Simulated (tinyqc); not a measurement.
Error of each scheme against the width: smearing for a one-band metal on the square lattice.

Lattice vectors (units of a): a1 = (1, 0), a2 = (0, 1). E(k) = -t A_1(k) - t2 A_2(k), A_m the sum of cos(k . R) over the 4 nearest and 4 second lattice vectors. Mesh k = sum (j_i/N) b_i, j_i = 0 .. N-1.

With x = (E_k - mu)/sigma: Fermi-Dirac f = 1/(1 + exp(x)), s = -f ln f - (1 - f) ln(1 - f); Gaussian f = erfc(x)/2, s = exp(-x^2)/(2 sqrt(pi)); Methfessel-Paxton (first order) f = erfc(x)/2 - x exp(-x^2)/(2 sqrt(pi)), s = (1 - 2 x^2) exp(-x^2)/(4 sqrt(pi)); cold (Marzari-Vanderbilt) with y = x + 1/sqrt(2), f = erfc(y)/2 + exp(-y^2)/sqrt(2 pi), s = y exp(-y^2)/sqrt(2 pi). With weights w = points/N^d (d the dimension), mu solves 2 sum w f = ne; E = 2 sum w f E_k, S = 2 sum w s, F = E - sigma S.

Inputs chosen for the exercise: t = 0.8 eV (nearest hopping); t2 = 0.16 eV (second hopping); ne = 1.69 (electrons per cell).

All on the dense mesh N = 200. The reference is F of first-order Methfessel-Paxton smearing with sigma = 0.05 t on the mesh N = 200; it moves by 0.00 meV on the mesh N = 250, so errors below a few times that are not resolved.

Errors (meV per cell):
```
sigma (eV)     FD F  FD (E+F)/2  Gauss F  Gauss (E+F)/2  MP F  cold F
0.080         -4.04        0.01    -0.61           0.00  0.00    0.01
0.120         -9.10        0.04    -1.38           0.00  0.00    0.02
0.160        -16.23        0.08    -2.45           0.00  0.00    0.05
0.240        -36.54       -0.28    -5.52           0.01  0.01    0.19
0.320        -64.22       -2.28    -9.83           0.04  0.05    0.51
0.480       -136.91      -13.95   -22.21           0.14  0.22    2.25
0.640       -225.85      -35.79   -39.58          -0.02  0.39    6.04
```

reference = -0.65396 eV

Doubling sigma from 0.160 to 0.320 eV multiplies the error of F by 4.0 (Fermi-Dirac) and 4.0 (Gaussian); a pure sigma^2 term would give 4. At the smallest width Fermi-Dirac errs 6.6 times as much as Gaussian, against 2 pi^2/3 = 6.6 for the ratio of the sigma^2 terms at equal sigma. At the largest width the sizes of the errors rank Gauss (E+F)/2 0.0, MP F 0.4, cold F 6.0, FD (E+F)/2 35.8, Gauss F 39.6, FD F 225.8 meV; the reference is good to about 0.01 meV.

(tinyqc, `OMP_NUM_THREADS=1 python tinyqc.py 1680831 1680832 out.jsonl`, Intel(R) Xeon(R) Processor @ 2.30GHz, 1 thread, shared host, about 0.09 s.)
